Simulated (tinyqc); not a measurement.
# Abrupt p-n junction, non-linear Poisson equation by Newton steps: capacitance and field against bias

One dimension, p side on the left, n side on the right; net doping C = -Na for x < 0 and +Nd for x > 0. The potential psi is counted from the intrinsic level, and the quasi-Fermi potentials are flat: 0 for holes and -V for electrons, so n = ni exp((psi + V)/Vt) and p = ni exp(-psi/Vt) (Boltzmann statistics, full ionisation, no current).

The Poisson equation d/dx(eps0 eps_r dpsi/dx) = -q (p - n + C) is solved on a mesh of more than 1000 nodes that ends in neutral material (psi_p = -Vt ln(Na/ni), psi_n = Vt ln(Nd/ni) - V). C_j = q d/dV of the integral of p over x, from the linearised equation. ni = sqrt(Nc Nv) exp(-Eg/(2 Vt)), Eg in volts. Depletion approximation: Vbi = Vt ln(Na Nd/ni^2), W = sqrt(2 eps0 eps_r (Vbi - V)(1/Na + 1/Nd)/q), xp = W Nd/(Na + Nd), xn = W Na/(Na + Nd), peak field 2 (Vbi - V)/W, capacitance eps0 eps_r/W. The last column applies it to an abrupt Na-Nd junction.

Inputs (values chosen for the exercise); band and dielectric values close to those of 4H silicon carbide: temperature T = 400 K; band gap Eg = 3.24 eV; relative permittivity eps_r = 9.64; conduction-band density of states at T Nc = 2.6e19 cm^-3; valence-band density of states at T Nv = 3.9e19 cm^-3; acceptor density of the p side Na = 1.4e16 cm^-3; donor density of the n side Nd = 2.7e15 cm^-3.

Constants: q = 1.602176634e-19 C, kB = 1.380649e-23 J/K, Vt = kB T/q, eps0 = 8.8541878128e-14 F/cm where lengths are in cm. Results are converted to the units shown.

Capacitance and field against bias:
```
V (V)  peak |E| (kV/cm)  C_j (nF/cm^2)  1/C_j^2 (cm^4/uF^2)  eps0 eps_r/C_j (nm)  abrupt depletion C (nF/cm^2)
0                 46.84          7.743              1.668e4                 1102                         7.642
-1.11             56.01          6.475              2.385e4                 1318                         6.415
-2.22             63.88          5.677              3.102e4                 1503                         5.637
-3.33             70.88          5.117              3.820e4                 1668                         5.087
-4.44             77.24          4.695              4.537e4                 1818                         4.672
-5.56             83.18          4.360              5.260e4                 1958                         4.342
-6.67             88.66          4.090              5.978e4                 2087                         4.075
-7.78             93.83          3.865              6.695e4                 2208                         3.852
-8.89             98.73          3.673              7.412e4                 2324                         3.662
-10               103.4          3.507              8.129e4                 2434                         3.498
```

With V going from 0 to -10 V, C_j falls from 7.74 to 3.51 nF/cm^2 and the peak field rises from 46.8 to 103 kV/cm. The slope of 1/C_j^2, read as N = 2/(q eps0 eps_r |slope|), gives 2.26e15 cm^-3 between the first two rows and 2.26e15 cm^-3 between the last two, against Na Nd/(Na + Nd) = 2.26e15 cm^-3; the slopes of all rows agree within 0.01 %, as for uniform doping at both edges. At the end C_j goes as (Vbi - V)^(-0.50) with Vbi = 2.65 V, and it is 0.27 % above the abrupt depletion formula (at the first row 1.3 % above it).

Program tinyqc, `OMP_NUM_THREADS=1 python tinyqc.py 2000077 2000078 out.jsonl`; Intel Xeon 2.30GHz, shared host, one thread, about 0.02 s.
